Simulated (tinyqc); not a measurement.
Substrate current against gate voltage: lateral field, substrate current, probability of reaching the oxide barrier and hot-carrier lifetime of a silicon transistor (pseudo-two-dimensional and lucky-electron models). Computed by tinyqc, a small Python program. Command: `OMP_NUM_THREADS=1 python tinyqc.py 3031335 3031336 out.jsonl hotcar walk`. One thread of a shared host (Intel(R) Xeon(R) Processor @ 2.30GHz), about 0.01 s of CPU time with the checks.

Local-field models: a lucky carrier gains its energy at the peak field over a path free of collisions. Voltages are magnitudes.

Inputs (values chosen for the exercise, modelled on a silicon n-channel):

| quantity | value | unit |
|---|---|---|
| channel length L | 620 | nm |
| oxide thickness t | 14 | nm |
| junction depth x_j | 100 | nm |
| mobility mu | 300 | cm^2/(V s) |
| saturation velocity v_s | 0.87 | 1e7 cm/s |
| threshold voltage V_T | 0.49 | V |
| drain voltage V_D | 3.6 | V |
| ionisation prefactor A_i | 1.8e+06 | 1/cm |
| ionisation field B_i | 1.68 | MV/cm |
| hot-carrier mean free path lambda | 8.1 | nm |
| oxide barrier phi_b | 3.1 | eV |
| interface-trap threshold phi_it | 3.6 | eV |
| lifetime constant H | 6 | s microampere/micrometre |
| length of the depleted extension L_n | 44 | nm |

Drain: lightly doped extension.

Constants: eps_0 = 8.8541878128e-12 F/m.

Method:
- C_ox = 3.9 eps_0/t; F_sat = 2 v_s/mu; V_Dsat = V_ov F_sat L/(V_ov + F_sat L), V_ov = V_G - V_T; I_D/W = C_ox v_s (V_ov - V_Dsat).
- Scale length l = 0.22 t^(1/3) x_j^(1/2) (all in cm); F_m = sqrt(((V_D - V_Dsat)/l_e)^2 + F_sat^2), with l_e = l + L_n; length of the velocity-saturated region l_e ln((V_D - V_Dsat)/(l_e F_sat) + F_m/F_sat).
- Substrate current I_sub/I_D = (A_i/B_i)(V_D - V_Dsat) exp(-B_i/F_m); probability of reaching the oxide barrier exp(-phi_b/(e lambda F_m)); lifetime tau = (H/(I_D/W)) exp(phi_it/(e lambda F_m)).

At the given drain voltage:

| V_G (V) | V_Dsat (V) | I_D/W (microampere/micrometre) | F_m (kV/cm) | I_sub/W (microampere/micrometre) | tau (s) |
|---|---|---|---|---|---|
| 0.66 | 0.1623 | 1.65 | 288.08 | 0.01779 | 1.8275e+07 |
| 0.84 | 0.3190 | 6.66 | 275.49 | 0.05262 | 9.1387e+06 |
| 1.10 | 0.5215 | 18.98 | 259.26 | 0.09605 | 8.8049e+06 |
| 1.50 | 0.7885 | 47.53 | 237.95 | 0.12291 | 1.6328e+07 |
| 1.90 | 1.0129 | 85.22 | 220.14 | 0.11455 | 4.1273e+07 |
| 2.40 | 1.2474 | 142.18 | 201.63 | 0.08625 | 1.5788e+08 |
| 2.90 | 1.4430 | 207.52 | 186.32 | 0.05819 | 6.6210e+08 |
| 3.40 | 1.6084 | 279.30 | 173.46 | 0.03707 | 2.8820e+09 |
| 4.00 | 1.7762 | 372.04 | 160.54 | 0.02074 | 1.7000e+10 |

I_sub peaks at V_G = 1.5 V, 0.42 V_D: a higher gate voltage brings more carriers but raises V_Dsat and so lowers F_m. The shortest lifetime among the rows lies at V_G = 1.1 V, below that of the largest I_sub, since tau depends more steeply on the field.

Extremes, crossings and ranges named in words are read from the listed rows.
